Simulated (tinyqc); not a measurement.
# One-dimensional ballistic tunnel FET, two-band WKB: effect of temperature

A p-type source for x < 0 with its Fermi level at 0 and its valence edge at ds; in the channel the bands fall as D exp(-x/lam) towards their flat values, with the conduction edge at Ec = ds - dP and D = dP + Eg. The gate moves dP one to one. The drain Fermi level lies at -Vd and the drain side reflects nothing. For w = E - Ec between 0 and dP an electron crosses the gap. Two-band dispersion with equal masses m: inside the gap kappa = sqrt(m u (1 - u/Eg)/C), u the distance from a band edge, C = hbar^2/(2 m0).

S(w) = 2 lam int_0^Eg kappa(u) du/(w + Eg - u) = 2 pi lam sqrt(m/(C Eg)) [w + Eg/2 - sqrt(w (w + Eg))], T(w) = exp(-S). I = g (2 q^2/h) int_0^dP T(w) [f(E) - f(E + Vd)] dw, E = ds - dP + w, f(x) = 1/(1 + exp(x/Vt)). Swing = d(dP)/d(log10 I).

Values chosen for this exercise; band and dielectric values those of a made-up semiconductor:
- Eg = 1.14 eV (band gap)
- m = 0.1 m0 (band-edge mass of the two-band model)
- lam = 3.8 nm (screening length of the source junction)
- ds = 0.13 eV (source valence edge above the source Fermi level)
- Vd = 0.3 V (drain bias)
- g = 2 (number of degenerate subbands (spin apart))
- dP = 0.1 eV (tunnelling window Ev(source) - Ec(channel))

Constants: q = 1.602176634e-19 C, kB = 1.380649e-23 J/K, hbar = 1.054571817e-34 J s, h = 6.62607015e-34 J s, m0 = 9.1093837015e-31 kg, Vt = kB T/q, hbar^2/(2 m0) = 0.0380998212 eV nm^2. Results are converted to the units shown.

Effect of temperature:
```
T (K),I (uA),swing (mV/decade),Vt ln 10 (mV/decade)
77,3.795e-10,15.30,15.28
150,2.808e-8,29.18,29.76
200,1.256e-7,36.24,39.68
250,3.399e-7,41.04,49.61
300,6.844e-7,44.29,59.53
350,1.144e-6,46.55,69.45
400,1.690e-6,48.18,79.37
```

I rises from 3.80e-10 to 1.69e-6 uA, and the swing rises from 15.3 to 48.2 mV/decade, while the thermionic limit rises from 15.3 to 79.4 mV/decade. Gap and mass are held fixed.

Numbers from tinyqc (`OMP_NUM_THREADS=1 python tinyqc.py 2620168 2620169 out.jsonl`; about 0.01 s on one thread of a shared Intel Xeon 2.30GHz).
